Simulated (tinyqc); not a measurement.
What each parameter does: quasiparticle equation with a plasmon-pole self-energy for two band edges.

For each edge E = e + X + Sc(E), with the correlation part Sc(E) = A[0]/(E - a + w) + A[1]/(E - b - w); a and b are the valence and conduction energies that enter the Green function (a = ev, b = ec in the one-shot scheme). Z = 1/(1 - dSc/dE), dSc/dE = -A[0]/(E - a + w)^2 - A[1]/(E - b - w)^2.

Inputs chosen for the exercise (scales of the order of those of diamond; not measured data):
- ev = 0 eV (mean-field valence top)
- ec = 4.32 eV (mean-field conduction edge)
- w = 27.9 eV (pole energy)
- Av = (118, 51) eV^2 (weights of the valence state on the hole and electron poles)
- Ac = (46.2, 113.2) eV^2 (the same for the conduction state)
- Xv = -3.54 eV (exchange minus the mean-field potential, valence)
- Xc = 3.11 eV (the same, conduction)

Exact one-shot edges and Z of the valence state there.

One parameter was then changed.

Results before and after:
```
case     Ev (eV)  Ec (eV)  gap (eV)       Z
base     -0.7422   4.7283    5.4706  0.8285
changed  -0.8251   4.7283    5.5534  0.8280
```

Which of these changes was made? (a) ec = 4.42 eV; (b) Xv = -3.64 eV; (c) Ac = (46.2, 118.86) eV^2; (d) Av = (123.9, 51) eV^2; (e) Xc = 3.21 eV; (f) w = 29.29 eV.

Answer: (b) Xv = -3.64 eV. Of the candidates, run in turn, only this one gives the changed row.

All candidates:
```
case                      Ev (eV)  Ec (eV)  gap (eV)       Z
base                      -0.7422   4.7283    5.4706  0.8285
w = 29.29 eV              -0.8676   4.8476    5.7152  0.8411
Xv = -3.64 eV             -0.8251   4.7283    5.5534  0.8280
Xc = 3.21 eV              -0.7422   4.8121    5.5544  0.8285
ec = 4.42 eV              -0.7384   4.8247    5.5631  0.8288
Av = (123.9, 51) eV^2     -0.5633   4.7283    5.2916  0.8242
Ac = (46.2, 118.86) eV^2  -0.7422   4.5568    5.2990  0.8285
```

Run: tinyqc, `OMP_NUM_THREADS=1 python tinyqc.py 1850131 1850132 out.jsonl`; Intel(R) Xeon(R) Processor @ 2.30GHz, one thread, shared host; about 0.02 s of CPU time with all checks.
